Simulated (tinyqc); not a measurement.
Thermal and gravitational stress in a wafer during furnace and rapid thermal processing, and the onset of slip: one step, computed by the program tinyqc. Command: `OMP_NUM_THREADS=1 python tinyqc.py 3017625 3017626 out.jsonl slip walk`. One thread of a shared host (Intel(R) Xeon(R) Processor @ 2.30GHz), about 0.01 s of CPU time with the checks.

A thin free disc in plane stress, isotropic; T(r) = T_centre + dT (r/R)^n with n = 2. Stress is positive in tension; sigma_SB = 5.670374419e-8 W/(m^2 K^4), g = 9.80665 m/s^2.

Problem. Ramp rate in a batch furnace. Critical resolved stress tau_c = A exp(U/(k_B T)), a form chosen for the exercise; slip when 0.492799 |s_tt(R)| > tau_c; allowed |dT| = tau_c (n + 2)/(0.492799 n alpha E). In a stack heated from the rim, heat flows inward by conduction and by radiation between wafers: k_eff = k + (16/3) sigma_SB T^3 s^2/t (a diffusion estimate with the spacing as path length). A steady ramp gives the parabolic lag dT = rho c (ramp) R^2/(4 k_eff); the allowed ramp uses n = 2.

Inputs (values chosen for the exercise, modelled on silicon):
```
quantity                              value        unit
wafer radius R                          150          mm
thickness t                             775  micrometre
Young's modulus E                       154         GPa
expansion alpha                        4.38      1e-6/K
temperature T                          1425           K
prefactor A of the critical stress  0.00049         MPa
energy U of the critical stress        1.03          eV
density rho                            2330      kg/m^3
heat capacity c                         921    J/(kg K)
conductivity k                         24.9     W/(m K)
wafer spacing s                         4.5          mm
ramp rate                                15       K/min
```

Constants: k_B = 8.617333262e-05 eV/K.

Give: k_eff; lag of the centre; allowed ramp rate.

Solution.

k_eff = 47.77 W/(m K)

lag of the centre = 63.18 K

allowed ramp rate = 3.075 K/min

Radiation carries 48 % of the inward flow. The ramp is 4.88 of the allowed one.
